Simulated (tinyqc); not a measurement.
Worked calculation: Hueckel theory of the pi electrons with the omega technique, for the molecule BC=C[CH2] (SMILES; centres numbered as the heavy atoms are written). Computed by tinyqc, a small Python program that keeps every step. Settings: charge = 0, omega = 1.4, damping = 0.5. Command: `OMP_NUM_THREADS=1 python tinyqc.py 29806 29807 out.jsonl` (the two numbers bound the seeds that draw the settings). One thread of a shared host (Intel(R) Xeon(R) Processor @ 2.60GHz), about 0.01 s of CPU time with the checks.

## The Hueckel matrix

Centres:
```
centre  z_r, pi electrons of the neutral centre          h
1B                                            0  -1.000000
2C                                            1   0.000000
3C                                            1   0.000000
4C                                            1   0.000000
```

Bonds:
```
i  j         k
1  2  0.700000
2  3         1
3  4         1
```

H_rr = alpha + h_r beta, H_rs = k_rs beta for bonded centres.

Hueckel matrix in units of beta (H = alpha + beta A), order 1B, 2C, 3C, 4C:
```
[[-1.000000, 0.700000, 0.000000, 0.000000],
 [0.700000, 0.000000, 1.000000, 0.000000],
 [0.000000, 1.000000, 0.000000, 1.000000],
 [0.000000, 0.000000, 1.000000, 0.000000]]
```

## Orbitals, round 1

pi electrons, sum of z_r less the charge = 3

Diagonalise; E = alpha + x beta with beta < 0, so the largest x are filled first; degenerate levels share their electrons. P = sum n_i c_ri c_si; each orbital has its largest coefficient positive (the first on a tie).

x values: [1.468439, 0.200000, -1.000000, -1.668439]

occupations: [2.000000, 1.000000, 0.000000, 0.000000]

coefficients, order 1B, 2C, 3C, 4C:
```
[[0.152873, -0.371260, 0.710669, 0.577707],
 [0.539081, -0.636446, 0.000000, -0.551660],
 [0.684597, 0.132593, -0.497468, 0.516015],
 [0.466207, 0.662964, 0.497468, -0.309280]]
```

charge and bond-order matrix P, order 1B, 2C, 3C, 4C:
```
[[0.184574, 0.401108, 0.160086, -0.103592],
 [0.401108, 0.986280, 0.653718, 0.080706],
 [0.160086, 0.653718, 0.954926, 0.726232],
 [-0.103592, 0.080706, 0.726232, 0.874220]]
```

## Omega technique, round 1

h_r = h_r(0) + omega q_r, omega = 1.4, with q_r = z_r - P_rr; 0.5 of the old diagonal is kept.

matrix after round 1, order 1B, 2C, 3C, 4C:
```
[[-1.129202, 0.700000, 0.000000, 0.000000],
 [0.700000, 0.009604, 1.000000, 0.000000],
 [0.000000, 1.000000, 0.031552, 1.000000],
 [0.000000, 0.000000, 1.000000, 0.088046]]
```

## Orbitals, round 2

As before.

x values: [1.503122, 0.227458, -1.030036, -1.700544]

occupations: [2.000000, 1.000000, 0.000000, 0.000000]

coefficients, order 1B, 2C, 3C, 4C:
```
[[0.139507, -0.337035, 0.657637, 0.659135],
 [0.524611, -0.653202, 0.093164, -0.537988],
 [0.685861, 0.093621, -0.557203, 0.458644],
 [0.484681, 0.671543, 0.498356, -0.256428]]
```

charge and bond-order matrix P, order 1B, 2C, 3C, 4C:
```
[[0.152517, 0.366525, 0.159811, -0.091100],
 [0.366525, 0.977106, 0.658467, 0.069885],
 [0.159811, 0.658467, 0.949575, 0.727719],
 [-0.091100, 0.069885, 0.727719, 0.920802]]
```

## Omega technique, round 2

As before.

matrix after round 2, order 1B, 2C, 3C, 4C:
```
[[-1.171363, 0.700000, 0.000000, 0.000000],
 [0.700000, 0.020828, 1.000000, 0.000000],
 [0.000000, 1.000000, 0.051073, 1.000000],
 [0.000000, 0.000000, 1.000000, 0.099462]]
```

## Convergence

Each round sets h_r = h_r(0) + omega (z_r - P_rr), keeping the share named as damping of the old diagonal; repeat until output and input diagonals agree to 1e-6.

Rounds:
```
round   sum n x  largest |h(out) - h(in)|
1      3.136877                  2.58e-01
2      3.233702                  8.43e-02
3      3.267525                  3.07e-02
4      3.279961                  1.14e-02
5      3.284585                  4.24e-03
6      3.286310                  1.58e-03
7      3.286955                  5.91e-04
8      3.287196                  2.21e-04
9      3.287286                  8.25e-05
10     3.287319                  3.08e-05
11     3.287332                  1.15e-05
12     3.287337                  4.30e-06
13     3.287338                  1.61e-06
14     3.287339                  6.01e-07
```

Converged in 14 rounds.

## Energy, charges, bond orders

final x values: [1.525509, 0.236320, -1.042703, -1.719127]

occupations: [2.000000, 1.000000, 0.000000, 0.000000]

final P, order 1B, 2C, 3C, 4C:
```
[[0.139831, 0.352609, 0.156664, -0.086778],
 [0.352609, 0.980046, 0.661306, 0.062480],
 [0.156664, 0.661306, 0.955545, 0.726902],
 [-0.086778, 0.062480, 0.726902, 0.924578]]
```

E = sum n x; q_r = z_r - P_rr; bond order p = P_rs; free valence = sqrt(3) - sum of p over the bonds of the atom.

pi energy = 3 alpha + this times beta = 3.287339

pi charges: [-0.139831, 0.019954, 0.044455, 0.075422]

Bond orders and lengths from R = 1.517 - 0.180 p (angstrom, C-C alone):
```
bond         p         R
1-2   0.352609         -
2-3   0.661306  1.397965
3-4   0.726902  1.386158
```

free valence of the carbons: [0.718136, 0.343842, 1.005149]

gap between the highest filled and the next level = 1.279023 |beta|
